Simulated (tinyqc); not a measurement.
Inside a calculation. Method: UHF in the sto-3g basis, for BeH2, spin multiplicity 1. One step of it, computed by the program tinyqc.

Problem. Iteration 1: diagonalisation and new density. Diagonalise F' = X^T F X, C = X C', fill 3 alpha and 3 beta electrons from the bottom; D(s) = C_occ C_occ^T. Each column has its largest component positive (the first on a tie).

F(alpha) (hartree), order 1Be 1s, 1Be 2s, 1Be 2px, 1Be 2py, 1Be 2pz, 2H 1s, 3H 1s:
```
[[-4.400005, -1.283563, 0.000000, 0.000000, 0.006424, -0.309197, -0.309197],
 [-1.283563, -0.486534, 0.000000, 0.000000, -0.206638, -0.320237, -0.320237],
 [0.000000, 0.000000, 0.274009, 0.000000, 0.000000, 0.000000, 0.000000],
 [0.000000, 0.000000, 0.000000, -0.181399, 0.000000, -0.312981, 0.312981],
 [0.006424, -0.206638, 0.000000, 0.000000, 0.113780, -0.128490, -0.128490],
 [-0.309197, -0.320237, 0.000000, -0.312981, -0.128490, -0.254629, -0.005015],
 [-0.309197, -0.320237, 0.000000, 0.312981, -0.128490, -0.005015, -0.254629]]
```

F(beta) (hartree), order 1Be 1s, 1Be 2s, 1Be 2px, 1Be 2py, 1Be 2pz, 2H 1s, 3H 1s:
```
[[-4.404685, -1.279110, 0.000000, 0.000000, -0.008602, -0.307434, -0.307434],
 [-1.279110, -0.515498, 0.000000, 0.000000, 0.184219, -0.327705, -0.327705],
 [0.000000, 0.000000, 0.268555, 0.000000, 0.000000, 0.000000, 0.000000],
 [0.000000, 0.000000, 0.000000, -0.189921, 0.000000, -0.315073, 0.315073],
 [-0.008602, 0.184219, 0.000000, 0.000000, 0.154665, 0.097737, 0.097737],
 [-0.307434, -0.327705, 0.000000, -0.315073, 0.097737, -0.252168, -0.003580],
 [-0.307434, -0.327705, 0.000000, 0.315073, 0.097737, -0.003580, -0.252168]]
```

X, order 1Be 1s, 1Be 2s, 1Be 2px, 1Be 2py, 1Be 2pz, 2H 1s, 3H 1s:
```
[[1.028511, -0.153049, 0.000000, 0.000000, -0.001149, 0.019537, 0.019537],
 [-0.153049, 1.228653, 0.000000, 0.000000, 0.013328, -0.289235, -0.289235],
 [0.000000, 0.000000, 1.000000, 0.000000, 0.000000, 0.000000, 0.000000],
 [0.000000, 0.000000, 0.000000, 1.334739, 0.000000, -0.409702, 0.409702],
 [-0.001149, 0.013328, 0.000000, 0.000000, 1.000879, -0.019148, -0.019148],
 [0.019537, -0.289235, 0.000000, -0.409702, -0.019148, 1.267640, -0.089336],
 [0.019537, -0.289235, 0.000000, 0.409702, -0.019148, -0.089336, 1.267640]]
```

Give: F' = X^T F X; orbital energies; coefficients C; F' = X^T F X; orbital energies; coefficients C; D(alpha) after iteration 1; D(beta) after iteration 1.

Solution.

F' = X^T F X (alpha) (hartree):
```
[[-4.283, -0.722, 0.000, 0.000, 0.032, -0.044, -0.044],
 [-0.722, -0.003, 0.000, 0.000, -0.171, -0.269, -0.269],
 [0.000, 0.000, 0.274, 0.000, 0.000, 0.000, 0.000],
 [0.000, 0.000, 0.000, 0.278, 0.000, -0.434, 0.434],
 [0.032, -0.171, 0.000, 0.000, 0.118, -0.095, -0.095],
 [-0.044, -0.269, 0.000, -0.434, -0.095, 0.087, -0.088],
 [-0.044, -0.269, 0.000, 0.434, -0.095, -0.088, 0.087]]
```

orbital energies (alpha) (hartree): [-4.405, -0.399, -0.389, 0.200, 0.274, 0.436, 0.842]

coefficients C (alpha), order 1Be 1s, 1Be 2s, 1Be 2px, 1Be 2py, 1Be 2pz, 2H 1s, 3H 1s:
```
[[0.990, -0.198, 0.000, 0.035, 0.000, -0.249, 0.000],
 [0.039, 0.485, 0.000, 0.039, 0.000, 1.209, 0.000],
 [0.000, 0.000, 0.000, 0.000, 1.000, 0.000, 0.000],
 [0.000, 0.000, 0.477, 0.000, 0.000, 0.000, 1.375],
 [0.000, 0.374, 0.000, 0.917, 0.000, -0.146, 0.000],
 [-0.005, 0.388, 0.429, -0.323, 0.000, -0.724, -0.951],
 [-0.005, 0.388, -0.429, -0.323, 0.000, -0.724, 0.951]]
```

F' = X^T F X (beta) (hartree):
```
[[-4.290, -0.714, 0.000, 0.000, -0.035, -0.042, -0.042],
 [-0.714, -0.027, 0.000, 0.000, 0.182, -0.277, -0.277],
 [0.000, 0.000, 0.269, 0.000, 0.000, 0.000, 0.000],
 [0.000, 0.000, 0.000, 0.267, 0.000, -0.434, 0.434],
 [-0.035, 0.182, 0.000, 0.000, 0.152, 0.058, 0.058],
 [-0.042, -0.277, 0.000, -0.434, 0.058, 0.089, -0.091],
 [-0.042, -0.277, 0.000, 0.434, 0.058, -0.091, 0.089]]
```

orbital energies (beta) (hartree): [-4.409, -0.396, -0.393, 0.188, 0.269, 0.452, 0.839]

coefficients C (beta), order 1Be 1s, 1Be 2s, 1Be 2px, 1Be 2py, 1Be 2pz, 2H 1s, 3H 1s:
```
[[0.990, -0.208, 0.000, 0.007, 0.000, -0.242, 0.000],
 [0.038, 0.523, 0.000, -0.204, 0.000, 1.176, 0.000],
 [0.000, 0.000, 0.000, 0.000, 1.000, 0.000, 0.000],
 [0.000, 0.000, 0.485, 0.000, 0.000, 0.000, 1.372],
 [0.001, -0.332, 0.000, 0.883, 0.000, 0.336, 0.000],
 [-0.005, 0.388, 0.423, 0.363, 0.000, -0.704, -0.954],
 [-0.005, 0.388, -0.423, 0.363, 0.000, -0.704, 0.954]]
```

D(alpha) after iteration 1, order 1Be 1s, 1Be 2s, 1Be 2px, 1Be 2py, 1Be 2pz, 2H 1s, 3H 1s:
```
[[1.019, -0.057, 0.000, 0.000, -0.074, -0.081, -0.081],
 [-0.057, 0.237, 0.000, 0.000, 0.182, 0.188, 0.188],
 [0.000, 0.000, 0.000, 0.000, 0.000, 0.000, 0.000],
 [0.000, 0.000, 0.000, 0.228, 0.000, 0.205, -0.205],
 [-0.074, 0.182, 0.000, 0.000, 0.140, 0.145, 0.145],
 [-0.081, 0.188, 0.000, 0.205, 0.145, 0.334, -0.033],
 [-0.081, 0.188, 0.000, -0.205, 0.145, -0.033, 0.334]]
```

D(beta) after iteration 1, order 1Be 1s, 1Be 2s, 1Be 2px, 1Be 2py, 1Be 2pz, 2H 1s, 3H 1s:
```
[[1.024, -0.071, 0.000, 0.000, 0.070, -0.085, -0.085],
 [-0.071, 0.275, 0.000, 0.000, -0.174, 0.203, 0.203],
 [0.000, 0.000, 0.000, 0.000, 0.000, 0.000, 0.000],
 [0.000, 0.000, 0.000, 0.235, 0.000, 0.205, -0.205],
 [0.070, -0.174, 0.000, 0.000, 0.111, -0.129, -0.129],
 [-0.085, 0.203, 0.000, 0.205, -0.129, 0.330, -0.028],
 [-0.085, 0.203, 0.000, -0.205, -0.129, -0.028, 0.330]]
```
